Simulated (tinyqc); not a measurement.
Inside a calculation. Model: sputter depth profiling of a dopant layer: erosion rate, quantification and the mixing-roughness response. Computed by tinyqc, a small Python program that keeps every step. Command: `OMP_NUM_THREADS=1 python tinyqc.py 3027858 3027859 out.jsonl sims walk`. One thread of a shared host (Intel(R) Xeon(R) Processor @ 2.30GHz), about 0.05 s of CPU time with the checks. Intermediate numbers are printed to about 5 digits and carried at full precision; extremes and crossings named in words are read from the listed rows.

A rastered ion beam erodes silicon (49.94 atoms per nm^3). The measured profile is the true one convolved with a depth response.

Inputs (values chosen for the exercise, modelled on a dopant in silicon under an oxygen or caesium beam):

| quantity | value | unit |
|---|---|---|
| beam energy E | 4.9 | keV |
| beam current | 380 | nA |
| raster side | 200 | um |
| sputter yield at 1 keV | 1.2 | - |
| mixing length at 1 keV | 1.3 | nm |
| roughness sigma | 1.1 | nm |
| depth of the top edge z0 | 49 | nm |
| box width b | 3.2 | nm |
| box concentration C | 2.5e+20 | 1/cm^3 |
| relative sensitivity factor RSF | 4.9e+20 | 1/cm^3 |
| matrix count rate | 1.2e+06 | 1/s |
| background count rate | 0.67 | 1/s |
| counting time per point | 0.5 | s |
| level that defines the junction C_B | 8e+17 | 1/cm^3 |

True profile: box.

Constants: e = 1.602176634e-19 C.

## Erosion and sensitivity

Scaling chosen for the exercise: yield Y = Y1 E^0.5, mixing length w = w1 E^0.5 (E in keV). Erosion rate = Y I/(e x raster^2 x density); depth step = rate x counting time; concentration = RSF x counts/matrix counts; detection limit = RSF x 3 sqrt(background x time)/(matrix rate x time).

yield Y = 2.6563

mixing length w = 2.8777 nm

erosion rate = 3.1539 nm/s

depth step = 1.5769 nm

detection limit = 1.4180e+15 1/cm^3

Caution: with so few background counts Poisson statistics, not 3 sqrt(N), set the true limit. Caution: the depth step exceeds the roughness width, so the leading edge is undersampled.

## Measured shape

Mixing alone turns a layer at z0 into (1/w) exp(-(z - z0 + w)/w) for z > z0 - w; roughness adds a Gaussian of width sigma. With x = z - z0 + w: g(x) = (1/(2w)) exp(sigma^2/(2 w^2) - x/w) erfc((sigma/w - x/sigma)/sqrt2), and its integral G(x) = (1/2) erfc(-x/(sigma sqrt2)) - w g(x). Measured: C [G(x) - G(x - b)]. Find the maximum, the full width at half maximum and the deep point where the profile falls to C_B; far down, the trailing edge decays by w ln(10) per decade.

depth of the maximum = 49.249 nm

peak concentration = 1.3112e+20 1/cm^3

full width at half maximum = 5.2242 nm

apparent junction depth = 64.916 nm

trailing slope = 6.6261 nm/decade

The true deep edge lies at 52.2 nm, so the junction appears 12.7 nm too deep. The peak reaches 52.4 % of the true concentration.

## Moments

Convolution adds means and variances: the response has mean 0 (shift -w plus exponential mean w) and variance w^2 + sigma^2; a box adds the mean b/2 and the variance b^2/12.

centroid = 50.6 nm

standard deviation = 3.2163 nm

maximum minus centroid = -1.3514 nm

The centroid stays at the true position while the maximum lies nearer the surface, so depth is read from the centroid.

## Points of the profile

Counts = concentration x matrix rate x time/RSF + background x time; relative noise 1/sqrt(counts). Depths are z0 - w + k (w + sigma), k = -0.5, 0, 0.5, 1, 2, 3, 5, 8, 12.

Profile:

| k | z (nm) | measured (1/cm^3) | counts | relative noise |
|---|---|---|---|---|
| -0.5 | 44.133 | 1.1747e+18 | 1.4387e+03 | 2.6364e-02 |
| 0.0 | 46.122 | 3.0517e+19 | 3.7368e+04 | 5.1731e-03 |
| 0.5 | 48.111 | 1.1121e+20 | 1.3617e+05 | 2.7099e-03 |
| 1.0 | 50.100 | 1.2120e+20 | 1.4841e+05 | 2.5958e-03 |
| 2.0 | 54.078 | 3.4577e+19 | 4.2339e+04 | 4.8599e-03 |
| 3.0 | 58.055 | 8.6793e+18 | 1.0628e+04 | 9.7001e-03 |
| 5.0 | 66.011 | 5.4686e+17 | 6.6995e+02 | 3.8635e-02 |
| 8.0 | 77.944 | 8.6488e+15 | 1.0925e+01 | 3.0254e-01 |
| 12.0 | 93.854 | 3.4335e+13 | 3.7704e-01 | 1.6286e+00 |

## Beam energy: resolution against speed

Width = full width at half maximum; the apparent junction is the deep point where the profile falls to C_B; time to profile to twice z0 = 2 z0/erosion rate, at fixed current.

Measured values:

| E (keV) | w (nm) | peak (1/cm^3) | width (nm) | apparent junction (nm) | time (min) |
|---|---|---|---|---|---|
| 0.15 | 0.5035 | 2.0441e+20 | 3.7329 | 55.773 | 2.9599 |
| 0.25 | 0.6500 | 1.9951e+20 | 3.8058 | 56.209 | 2.2928 |
| 0.50 | 0.9192 | 1.8972e+20 | 3.9565 | 57.191 | 1.6212 |
| 1.00 | 1.3000 | 1.7583e+20 | 4.1879 | 58.717 | 1.1464 |
| 2.00 | 1.8385 | 1.5806e+20 | 4.5313 | 60.897 | 0.8106 |
| 4.00 | 2.6000 | 1.3746e+20 | 5.0358 | 63.871 | 0.5732 |
| 8.00 | 3.6770 | 1.1564e+20 | 5.7772 | 67.815 | 0.4053 |

From the highest to the lowest energy the width goes from 5.78 to 3.73 nm, towards the floor set by roughness and the box width 3.2 nm, and the junction error from 15.6 to 3.57 nm, at 7.3 times the time. Extrapolating the tail slope to zero energy separates mixing from real diffusion. Caution: the surface transient, segregation under the beam and the growth of roughness with depth are left out, and real yields fall faster near the sputter threshold.

Checks made by the program: dose under the measured profile (relative difference below 1e-10).
